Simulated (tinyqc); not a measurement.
From results back to parameters: defect-molecule model of a vacancy with Jahn-Teller distortion. Five cases, with inputs chosen for the exercise.

Problem. With et the undistorted t2 level, Uc the repulsion of two electrons, I the Jahn-Teller coupling and k the force constant, the levels above Ev are E(2+/+) = et - E_JT, E(+/0) = et - 3 E_JT + Uc, the Stokes shift of the first transition is 2 E_JT, E_JT = 2 I^2/k and the distortion of the + state is 2 I/k. The values below come from hidden parameters.

Find: et, Uc; I; k.

Method. E_JT is half the Stokes shift; et = E(2+/+) + E_JT; Uc = E(+/0) - E(2+/+) + 2 E_JT; with Q the distortion, I = E_JT/Q and k = 2 E_JT/Q^2.

Case 1.

levels (eV): (2+/+) 0.10705, (+/0) 0.05115

Stokes shift = 0.305899 eV
distortion of + = 0.130726 angstrom

Solution.

et, Uc (eV): 0.260  0.250

I = 1.17 eV/angstrom
k = 17.9 eV/angstrom^2

Case 2.

levels (eV): (2+/+) 0.19748, (+/0) 0.09244

Stokes shift = 0.285041 eV
distortion of + = 0.139726 angstrom

Solution.

et, Uc (eV): 0.340  0.180

I = 1.02 eV/angstrom
k = 14.6 eV/angstrom^2

Case 3.

levels (eV): (2+/+) 0.10262, (+/0) 0.05787

Stokes shift = 0.234754 eV
distortion of + = 0.118563 angstrom

Solution.

et, Uc (eV): 0.220  0.190

I = 0.99 eV/angstrom
k = 16.7 eV/angstrom^2

Case 4.

levels (eV): (2+/+) 0.14456, (+/0) 0.08369

Stokes shift = 0.330870 eV
distortion of + = 0.136723 angstrom

Solution.

et, Uc (eV): 0.310  0.270

I = 1.21 eV/angstrom
k = 17.7 eV/angstrom^2

Case 5.

levels (eV): (2+/+) 0.23567, (+/0) 0.10701

Stokes shift = 0.228659 eV
distortion of + = 0.112088 angstrom

Solution.

et, Uc (eV): 0.350  0.100

I = 1.02 eV/angstrom
k = 18.2 eV/angstrom^2

Computed by tinyqc, one run a case: `OMP_NUM_THREADS=1 python tinyqc.py N N+1 out.jsonl` with N = 1450346, 1450355, 1450391, 1450394, 1450523; one thread of a shared Intel(R) Xeon(R) Processor @ 2.30GHz, about 0.01 s a run at most.
